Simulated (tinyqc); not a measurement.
Bandgap voltage reference from two bipolar transistors: two steps of the calculation.

Two transistors of area 1 and N carry the same current I. Is(T) = Is (T/T0)^eta exp[(Vg0 q/kB)(1/T0 - 1/T)], VBE1 = Vt ln(I/Is(T)) + I rb, VBE2 = Vt ln(I/(N Is(T))) + I rb/N. The amplifier forces I R1(T) = VBE1 - VBE2 + Vos, with R(T) = R (1 + tc (T - T0)) for both resistors, and the output is Vref = VBE1 + I R2(T). Base currents and the Early effect are neglected.

Parameters, values chosen for the exercise; values of the order met in silicon bipolar transistors: reference temperature T0 = 300 K; band-gap voltage extrapolated to 0 K Vg0 = 1.147 V; temperature exponent of the saturation current eta = 3.5; saturation current of the unit transistor at T0 Is = 4.7e-16 A; area ratio of the second transistor N = 15; resistor across which the difference of VBE falls, at T0 R1 = 22 kohm; temperature coefficient of both resistors tc = -200 ppm/K; offset of the amplifier Vos = -0.6 mV; series resistance of the unit transistor rb = 45 ohm; output resistor at T0 R2 = 193 kohm.

Constants: q = 1.602176634e-19 C, kB = 1.380649e-23 J/K. Results are converted to the units shown.

Problem 1. Operating point at the reference temperature. Vt = kB T/q; I = (Vt ln N + Vos)/(R1(T) - rb (1 - 1/N)). Evaluate at T = T0.

Wanted: Vt; I; Is(T); VBE1; I R2; Vref.

Solution 1.

Vt = 0.025852 V
I = 3.1610 uA
Is(T) = 4.7000e-16 A
VBE1 = 0.58515 V
I R2 = 0.61007 V
Vref = 1.1952 V

Problem 2. Resistor for zero slope at T0, ideal case. With tc = 0, Vos = 0 and rb = 0 the current is proportional to T, dVBE/dT = (VBE - Vg0 - (eta - 1) Vt)/T, and Vref has zero slope at T0 when Vref = Vg0 + (eta - 1) Vt0. Find VBE1, its slope, that Vref, R2/R1 and the curvature d2Vref/dT2 = -(eta - 1) kB/(q T0).

Find: VBE1; dVBE/dT; Vref; R2/R1; curvature.

Solution 2.

VBE1 = 0.58518 V
dVBE/dT = -2.0882 mV/K
Vref = 1.2116 V
R2/R1 = 8.9482
curvature = -0.71811 uV/K^2

Computed by the program tinyqc: `OMP_NUM_THREADS=1 python tinyqc.py 2062133 2062134 out.jsonl`, one thread of a shared Intel Xeon 2.30GHz, about 0.03 s for the whole run.
